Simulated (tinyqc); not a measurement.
Inside a calculation. Method: sp3 tight binding, zinc-blende lattice. One step of it, computed by the program tinyqc.

Question. Bloch Hamiltonian at G. Slater-Koster rules over the four bonds with direction cosines (l, m, n): ss V_ss; s-px l V_sp; px-s -l V_sp; px-px l^2 V_pps + (1 - l^2) V_ppp; px-py l m (V_pps - V_ppp); each times exp(i k.d).

Parameters chosen for this model: zinc-blende lattice, anion at 0, cation at a/4 (1,1,1); V = eta hbar^2 / (m d^2), hbar^2/m = 7.619964 eV angstrom^2:

| parameter | value | unit |
|---|---|---|
| a | 5.290000 | angstrom |
| d | 2.290637 | angstrom |
| Es anion | -13.240000 | eV |
| Ep anion | -8.860000 | eV |
| Es cation | -9.490000 | eV |
| Ep cation | -6.900000 | eV |
| eta ss | -1.320000 |  |
| eta sp | 1.420000 |  |
| eta pp sigma | 2.220000 |  |
| eta pp pi | -0.630000 |  |
| V ss | -1.916965 | eV |
| V sp | 2.062190 | eV |
| V pp sigma | 3.223987 | eV |
| V pp pi | -0.914915 | eV |

k point G (2 pi / a): 0  0  0

Give: H(k) at G.

Answer.

H(k) at G (eV):
```
          a s    a px    a py    a pz     c s    c px    c py    c pz
a s   -13.240   0.000   0.000   0.000  -7.668   0.000   0.000   0.000
a px    0.000  -8.860   0.000   0.000   0.000   1.859   0.000   0.000
a py    0.000   0.000  -8.860   0.000   0.000   0.000   1.859   0.000
a pz    0.000   0.000   0.000  -8.860   0.000   0.000   0.000   1.859
c s    -7.668   0.000   0.000   0.000  -9.490   0.000   0.000   0.000
c px    0.000   1.859   0.000   0.000   0.000  -6.900   0.000   0.000
c py    0.000   0.000   1.859   0.000   0.000   0.000  -6.900   0.000
c pz    0.000   0.000   0.000   1.859   0.000   0.000   0.000  -6.900
```
